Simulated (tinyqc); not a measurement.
Inside a calculation. Method: Pariser-Parr-Pople SCF with singles CI, for the molecule C=CC=CC(=C)C=C (SMILES; centres numbered as the heavy atoms are written). One step of it, computed by the program tinyqc.

Task: PPP integrals. Ohno: gamma = 14.399645/sqrt(R^2 + a^2), a = 2 x 14.399645/(gamma_rr + gamma_ss); H_rr = -W_r - sum_(s != r) z_s gamma_rs; H_rs = beta for bonds.

Centres (angstrom, eV; a flat drawing with bonds scaled to 1.40 angstrom):
```
centre          x          y  core charge z          W   gamma_rr
1C       3.583000   0.652000              1  11.160000  11.130000
2C       2.560000  -0.304000              1  11.160000  11.130000
3C       1.221000   0.104000              1  11.160000  11.130000
4C       0.198000  -0.852000              1  11.160000  11.130000
5C      -1.142000  -0.445000              1  11.160000  11.130000
6C      -2.164000  -1.400000              1  11.160000  11.130000
7C      -1.458000   0.919000              1  11.160000  11.130000
8C      -2.797000   1.327000              1  11.160000  11.130000
```

Resonance integrals (eV):
```
i  j       beta
1  2  -2.600000
2  3  -2.600000
3  4  -2.600000
4  5  -2.600000
5  6  -2.600000
5  7  -2.600000
7  8  -2.600000
```

Give: repulsion gamma_rs; core matrix H.

Result:

repulsion gamma_rs (eV), order 1C, 2C, 3C, 4C, 5C, 6C, 7C, 8C:
```
[[11.1300, 7.5534, 5.2395, 3.6701, 2.8683, 2.3084, 2.7632, 2.2002],
 [7.5534, 11.1300, 7.5545, 5.2395, 3.6695, 2.8690, 3.2766, 2.5055],
 [5.2395, 7.5545, 11.1300, 7.5534, 5.2374, 3.6701, 4.6682, 3.2766],
 [3.6701, 5.2395, 7.5534, 11.1300, 7.5526, 5.2395, 5.2397, 3.6703],
 [2.8683, 3.6695, 5.2374, 7.5526, 11.1300, 7.5575, 7.5535, 5.2396],
 [2.3084, 2.8690, 3.6701, 5.2395, 7.5575, 11.1300, 5.2406, 4.6691],
 [2.7632, 3.2766, 4.6682, 5.2397, 7.5535, 5.2406, 11.1300, 7.5545],
 [2.2002, 2.5055, 3.2766, 3.6703, 5.2396, 4.6691, 7.5545, 11.1300]]
```

core matrix H (eV), order 1C, 2C, 3C, 4C, 5C, 6C, 7C, 8C:
```
[[-37.7630, -2.6000, 0.0000, 0.0000, 0.0000, 0.0000, 0.0000, 0.0000],
 [-2.6000, -43.8279, -2.6000, 0.0000, 0.0000, 0.0000, 0.0000, 0.0000],
 [0.0000, -2.6000, -48.3596, -2.6000, 0.0000, 0.0000, 0.0000, 0.0000],
 [0.0000, 0.0000, -2.6000, -49.3249, -2.6000, 0.0000, 0.0000, 0.0000],
 [0.0000, 0.0000, 0.0000, -2.6000, -50.8384, -2.6000, -2.6000, 0.0000],
 [0.0000, 0.0000, 0.0000, 0.0000, -2.6000, -42.7141, 0.0000, 0.0000],
 [0.0000, 0.0000, 0.0000, 0.0000, -2.6000, 0.0000, -47.4561, -2.6000],
 [0.0000, 0.0000, 0.0000, 0.0000, 0.0000, 0.0000, -2.6000, -40.2758]]
```
